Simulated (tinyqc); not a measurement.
Correlation length: interface roughness in a thin film (subband fluctuation and scattering).

Square well of width t, barriers V0, c = hbar^2/2m0: E1 solves k t + 2 atan[(k/mz)/(kappa/mb)] = pi, k = sqrt(mz E/c), kappa = sqrt(mb (V0 - E)/c). One interface is rough, so the subband edge fluctuates by G dt with G = |dE1/dt| (central difference of 0.01 angstrom; 2 E1/t for hard walls).

Gaussian roughness spectrum S(q) = pi D^2 Lc^2 exp(-q^2 Lc^2/4). Degenerate gas, taken to fill one subband (the second starts to fill once c kF^2/md exceeds E2 - E1, which is not tested here): kF = sqrt(2 pi Ns/gv), q = 2 kF sin(theta/2), 1/tau = (md/(2 pi c hbar)) G^2 times the integral from 0 to pi of S(q)(1 - cos theta)/eps(q)^2 dtheta, eps(q) = 1 + qs/q with screening (qs = gv md q0/(c eps), q0 = e^2/(4 pi eps0), form factors left out, which overstates the screening; other scattering is left out too, so these values lie far above measured mobilities in all but the thinnest films) or 1 without; mobility = tau c2/md with c2 = e/m0 = 1.75882e15 cm^2/(V s^2); 1e12/cm^2 = 1e-4/angstrom^2.

Constants: hbar^2/2m0 = 3.80998211 eV angstrom^2; hbar = 6.58211957e-16 eV s; e^2/(4 pi eps0) = 14.39964547 eV angstrom.

Inputs chosen for the exercise (near those of a thin GaN channel; the results hold for these values, not for the real material): t = 48 angstrom (film thickness); mz = 0.202 m0 (confinement mass); V0 = 1.92 eV (barrier); mb = 0.32 m0 (barrier mass); md = 0.204 m0 (mass in the plane); gv = 1 (valleys); D = 3.4 angstrom (rms height of the roughness); Ns = 1.1 x 1e12/cm^2 (sheet density); eps = 9.5 (mean dielectric constant at the channel); Ll = (4, 8, 14, 22, 35, 55, 90) angstrom (correlation lengths).

Fixed D; bare and screened mobility.

Results:

| Lc (angstrom) | kF Lc | bare mobility (cm^2/(V s)) | screened mobility (cm^2/(V s)) |
|---|---|---|---|
| 4 | 0.11 | 8.08e+04 | 6.42e+05 |
| 8 | 0.21 | 2.07e+04 | 1.65e+05 |
| 14 | 0.37 | 7.24e+03 | 5.79e+04 |
| 22 | 0.58 | 3.39e+03 | 2.75e+04 |
| 35 | 0.92 | 1.93e+03 | 1.63e+04 |
| 55 | 1.45 | 1.73e+03 | 1.66e+04 |
| 90 | 2.37 | 3.04e+03 | 4.69e+04 |

What can be read from this table?

The bare mobility is lowest at Lc = 55 angstrom of those listed (kF Lc = 1.45). The screened mobility is lowest at Lc = 35 angstrom of those listed (kF Lc = 0.92). Short roughness averages out (mobility as 1/Lc^2; the first two rows give exponent -1.96), and long roughness deflects only by small angles (bare mobility rising as Lc; the last two rows give 1.14).

Run: tinyqc, `OMP_NUM_THREADS=1 python tinyqc.py 1282044 1282045 out.jsonl`; Intel(R) Xeon(R) Processor @ 2.30GHz, one thread, shared host; about 0.01 s of CPU time with all checks.
